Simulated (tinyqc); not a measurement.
Exchange splitting: exchange-split free-electron bands and tunnelling magnetoresistance.

Majority and minority bands E = c k^2/m -/+ Dx/2, c = hbar^2/2m0, so k_up = sqrt(m (EF + Dx/2)/c), k_dn = sqrt(m (EF - Dx/2)/c); n_s = k_s^3/(6 pi^2), D_s = m k_s/(4 pi^2 c).

Barrier: kappa = sqrt(mb phi/c), c = hbar^2/2m0. With a = k1/m, b = k2/m, w = kappa/mb, the transmission at normal incidence is T(k1, k2) = 4 a b w^2/[w^2 (a + b)^2 + (w^2 + a^2)(w^2 + b^2) sinh^2(kappa d)]. Parallel: G_P = T(up, up) + T(dn, dn); antiparallel: G_AP = 2 T(up, dn); TMR = (G_P - G_AP)/G_AP. Julliere: TMR = 2 P^2/(1 - P^2). Slonczewski factor: P_eff = P_k (w^2 - a_up a_dn)/(w^2 + a_up a_dn), P_k = (k_up - k_dn)/(k_up + k_dn).

Constants: hbar^2/2m0 = 3.80998211 eV angstrom^2.

Values chosen for the exercise:
```
symbol  value  unit      meaning
EF      3.92   eV        Fermi energy above the mean band bottom
m       1.22   m0        mass in the electrodes
phi     2.75   eV        barrier height above EF
mb      0.64   m0        mass in the barrier
d       16.8   angstrom  barrier thickness
```

Dx takes the listed multiples of 2 EF.

Results:
```
Dx/(2 EF)    k_up    k_dn     P_k   P_eff  TMR (%)
0.10       1.1751  1.0629  0.0501  0.0074     0.01
0.20       1.2273  1.0021  0.1010  0.0156     0.05
0.35       1.3018  0.9033  0.1807  0.0318     0.20
0.50       1.3722  0.7922  0.2679  0.0573     0.66
0.65       1.4391  0.6628  0.3693  0.1017     2.09
0.80       1.5031  0.5010  0.5000  0.1903     7.51
0.90       1.5443  0.3543  0.6268  0.3186    22.60
0.97       1.5725  0.1941  0.7803  0.5402    82.43
```

P_k rises from 0.050 to 0.780, and TMR goes from 0.01 % to 82.4 %, steadily. At Dx = 2 EF the minority band is empty (a half metal) and G_AP vanishes.

(tinyqc, `OMP_NUM_THREADS=1 python tinyqc.py 1682191 1682192 out.jsonl`, Intel(R) Xeon(R) Processor @ 2.30GHz, 1 thread, shared host, about 0.01 s.)
